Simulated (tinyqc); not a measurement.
Time-domain thermoreflectance: layered heat flow under a modulated pulse train, and what the signal ratio measures. From ratio -V_in/V_out back to film conductivity. Computed by tinyqc, a small Python program. Command: `OMP_NUM_THREADS=1 python tinyqc.py 3110630 3110631 out.jsonl tdtr inv`. One thread of a shared host (Intel(R) Xeon(R) Processor @ 2.30GHz), about 0.5 s of CPU time with the checks.

Pulses repeat at 80 MHz; heat is laid down at the surface, all layers are isotropic, and the film is in perfect contact with the substrate.

Inputs (values chosen for the exercise, modelled on aluminium on 4H-SiC):
```
quantity,value,unit
metal thickness d,110,nm
metal conductivity,160,W/(m K)
metal heat capacity,2.42,MJ/(m^3 K)
boundary conductance G under the metal,43,MW/(m^2 K)
film thickness,24,nm
film heat capacity,2.3,MJ/(m^3 K)
substrate conductivity kappa,354,W/(m K)
substrate heat capacity C,2.19,MJ/(m^3 K)
modulation frequency f,5,MHz
"spot radius w (1/e^2, pump and probe)",24,micrometre
delay t,250,ps
```

Stack: metal, film, substrate.

Method:
- For radial wave number k and angular frequency W each layer has u = sqrt(4 pi^2 k^2 + i W C/kappa) and gamma = kappa u. Surface impedance from below: Z = 1/gamma for the substrate; a layer of thickness L maps Z to (Z + tanh(u L)/gamma)/(1 + gamma Z tanh(u L)); a boundary adds 1/G.
- Response per absorbed watt H(W) = 2 pi int_0^(2/w) Z(k, W) exp(-pi^2 k^2 w^2) k dk by 20 Gauss-Legendre points.
- Signal: X + iY = sum_(m = -M..M) H(2 pi (f + m f_r)) exp(i 2 pi m f_r t) exp(-pi (m/M)^2 x 4), f_r = 80 MHz, M = 4000, with H(-W) the complex conjugate of H(W); V_in = X, V_out = Y, ratio = -V_in/V_out.

Task: A run gave the result below. Find the film conductivity, known to lie between 8.1 and 18 W/(m K).

ratio -V_in/V_out = 5.722224

Result:

Each step takes the trial c = (a f_b - b f_a)/(f_b - f_a), f being the result less the target and a, b, c the logarithms of the listed values; c replaces end b, the old b replaces a if the sign of f changed, and otherwise f_a is halved.

Scan of the range:
```
film conductivity (W/(m K)),ratio -V_in/V_out
8.10,5.53683
9.25,5.59728
10.60,5.65223
12.10,5.69944
13.80,5.74092
15.80,5.77862
18.00,5.81063
```

False position (Illinois rule, in the logarithm of the input) inside the bracket:
```
step,end a,end b,trial,ratio -V_in/V_out
1,12.1000,13.8000,13.0060,5.72285
2,12.1000,13.0060,12.9570,5.72167
3,13.0060,12.9570,12.9800,5.72222
4,12.9570,12.9800,12.9800,5.72222
```

Ratio -V_in/V_out rises at every point of a 13-point scan of the range (every second point is shown), so one value fits; it is bracketed by 12.1 and 13.8. Answer: film conductivity = 12.98 W/(m K).
